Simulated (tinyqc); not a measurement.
Inside a calculation. Method: Hubbard chain of 4 sites. One step of it, computed by the program tinyqc.

Task: Mean-field iteration 2. H(up) = T + U n(down), H(down) = T + U n(up); fill the lowest levels; n(new) = n + mixing (n(out) - n); E = tr T (rho up + rho down) + U sum n_up n_down of the output.

one-body matrix (hopping and site energies) (eV), order 1, 2, 3, 4:
```
[[-0.630000, -1.120000, 0.000000, 0.000000],
 [-1.120000, 0.140000, -1.120000, 0.000000],
 [0.000000, -1.120000, 0.930000, -1.120000],
 [0.000000, 0.000000, -1.120000, -0.010000]]
```

U = 7.400000 eV

electrons, up and down: [2, 1]

mixing = 1

n(up) after iteration 1: [0.960137, 0.099887, 0.862636, 0.077339]

n(down) after iteration 1: [0.039426, 0.588542, 0.063326, 0.308706]

Give: levels, up; levels, down; energy; n(up) after iteration 2; n(down) after iteration 2.

Result:

levels, up (eV): [-0.6276, 0.4757, 2.8726, 5.1093]

levels, down (eV): [0.2554, 0.6205, 6.6490, 7.7052]

energy = -0.7251 eV

n(up) after iteration 2: [0.9564, 0.0874, 0.6942, 0.2620]

n(down) after iteration 2: [0.0106, 0.3262, 0.0463, 0.6169]
